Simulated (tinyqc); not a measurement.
Resonant-tunnelling diode, transfer matrices and Tsu-Esaki current: one step of the calculation.

Emitter (band edge 0), barrier d1, well Lw, barrier d2, collector (edge -V). The bias drops linearly over these layers and none in the contacts; each layer is cut into ns equal slices, flat at the value of their centres. E is the energy of motion across the layers, C = hbar^2/(2 m0), psi and psi'/m are continuous. Transport is coherent, T(E) is taken as independent of the transverse momentum, and charge in the well is ignored.

Task. Current from the resonance alone. J = J0 times the integral over E > 0 of T(E) N(E), N = ln[(1 + exp((Ef - E)/Vt))/(1 + exp((Ef - V - E)/Vt))], J0 = q^2 mw m0 kB T/(2 pi^2 hbar^3) (times 1e-4 for A/cm^2 per eV). For a sharp resonance J = J0 (pi G/2) Tp N(Er), with Er the peak energy, Tp the peak transmission and G the full width at half maximum (in eV). The three values given are estimates from a parabola through three points of 1/T(E).

Inputs (values chosen for the exercise); masses and offsets of a made-up heterostructure: temperature T = 77 K; mass in the well, spacer and contacts mw = 0.043 m0; Fermi energy of both contacts above their band edges Ef = 0.026 eV; bias of the collector V = 0.024 V.

Constants: q = 1.602176634e-19 C, kB = 1.380649e-23 J/K, hbar = 1.054571817e-34 J s, m0 = 9.1093837015e-31 kg, Vt = kB T/q. Results are converted to the units shown.

Er = 0.033432392 eV
Tp = 0.94258286
G = 0.53458044 meV

Find: J0; N(Er); J.

Result.

J0 = 4.617e6 A/(cm^2 eV)
N(Er) = 0.2736
J = 1.000 kA/cm^2

The full integral over T(E) gives 0.9969 kA/cm^2; the value above is 0.31 % above it.

tinyqc, about 0.3 s, one thread, Intel Xeon 2.30GHz (shared host): `OMP_NUM_THREADS=1 python tinyqc.py 2600116 2600117 out.jsonl`
